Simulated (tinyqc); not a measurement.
# Metal gate on a two-layer dielectric stack with fixed charge and a dipole, step by step

Numbers from tinyqc (`OMP_NUM_THREADS=1 python tinyqc.py 2010042 2010043 out.jsonl`; about 0.01 s on one thread of a shared Intel Xeon 2.30GHz). Printed values are rounded.

Gate, layer 2, layer 1, p-type semiconductor; x runs from the gate inwards. Charges are counted in units of +q. psi is the band bending at the surface, positive towards inversion. Classical charge, Boltzmann statistics, no interface traps.

Parameters, values chosen for the exercise; band and dielectric values close to those of silicon, layer 1 close to silicon dioxide, layer 2 close to aluminium oxide:
- T = 350 K (temperature)
- Eg = 1.11 eV (band gap)
- eps_r = 11.7 (relative permittivity)
- Nc = 3.48e19 cm^-3 (conduction-band density of states at T)
- Nv = 3.36e19 cm^-3 (valence-band density of states at T)
- chi = 4.07 eV (electron affinity)
- Na = 2e17 cm^-3 (acceptor density)
- pM = 5.03 eV (work function of the gate metal)
- t1 = 0.6 nm (thickness of layer 1, next to the semiconductor)
- e1 = 3.84 (relative permittivity of layer 1)
- t2 = 2 nm (thickness of layer 2, next to the gate)
- e2 = 8.94 (relative permittivity of layer 2)
- Q1 = 2.4e11 cm^-2 (fixed charge at the semiconductor interface)
- Q2 = 2.1e12 cm^-2 (fixed charge between the layers)
- r1 = 8.9e18 cm^-3 (uniform charge density in layer 1)
- r2 = 0 cm^-3 (uniform charge density in layer 2)
- Vd = 0.08 V (flat-band shift by a dipole layer between the layers)
- ps = 0.57 V (band bending psi of the working point)

Constants: q = 1.602176634e-19 C, kB = 1.380649e-23 J/K, Vt = kB T/q, eps0 = 8.8541878128e-14 F/cm where lengths are in cm. Results are converted to the units shown.

## Equivalent thickness and work-function difference

EOT = 3.9 (t1/e1 + t2/e2), Cox = eps0/(t1/e1 + t2/e2); phi_ms = pM - (chi + Eg - Vt ln(Nv/Na)).

EOT = 1.481858 nm
Cox = 2.330272 uF/cm^2
share of layer 1 in the EOT = 41.12236 %
phi_ms = 0.004542168 V

## Flat-band voltage, term by term

EOT = 3.9 (t1/e1 + t2/e2), Cox = eps0/(t1/e1 + t2/e2); phi_ms = pM - (chi + Eg - Vt ln(Nv/Na)). Vfb = phi_ms + Vd - (q/eps0) [Q1 (t1/e1 + t2/e2) + Q2 t2/e2 + r1 (t1^2/(2 e1) + t1 t2/e2) + r2 t2^2/(2 e2)]: each charge counts with its electrical distance from the gate.

terms (V): phi_ms 0.00454217, dipole 0.08000000, Q1 -0.01650118, Q2 -0.08501067, r1 -0.02916606, r2 0.00000000
Vfb = -0.04613574 V

Apart from phi_ms the largest term is that of Q2, -85.0 mV; all charges and the dipole together move Vfb by -50.7 mV.

## Threshold voltage

ni = sqrt(Nc Nv) exp(-Eg/(2 Vt)), Eg in volts, pB = Vt ln(Na/ni), Vth = Vfb + 2 pB + sqrt(4 q eps0 eps_r Na pB)/Cox.

ni = 3.485868e11 cm^-3
pB = 0.3999286 V
depletion charge = 0.2304405 uC/cm^2
Vth = 0.8526115 V

## Charge in the semiconductor

ni = sqrt(Nc Nv) exp(-Eg/(2 Vt)), Eg in volts. Qs = -sign(psi) sqrt(2 q eps0 eps_r Na Vt [exp(-u) + u - 1 + (ni/Na)^2 (exp(u) - u - 1)]), u = psi/Vt.

Qs = -0.1893175 uC/cm^2

The surface is depleted or weakly inverted.

## Fields and voltage drops

Gauss: D = -Qs just inside the semiconductor; going towards the gate subtract q Q1, then q r1 t1, q Q2 and q r2 t2. Field = D/(eps0 e); the drop over a layer is its mean field times its thickness; Vg = phi_ms + Vd + psi + both drops.

```
place	D (uC/cm^2)	field (MV/cm)
layer 2, gate side	-0.2711481	-0.3425471
layer 2, inner side	-0.2711481	-0.3425471
layer 1, outer side	0.0653090	0.1920848
layer 1, semiconductor side	0.1508652	0.4437202
semiconductor surface	0.1893175	0.1827495
```

drop over layer 2 = -0.06850942 V
drop over layer 1 = 0.01907415 V
Vg = 0.6051069 V

The same Vg follows from Vfb + psi - Qs/Cox. The largest field, 0.444 MV/cm in size, is at: layer 1, semiconductor side.
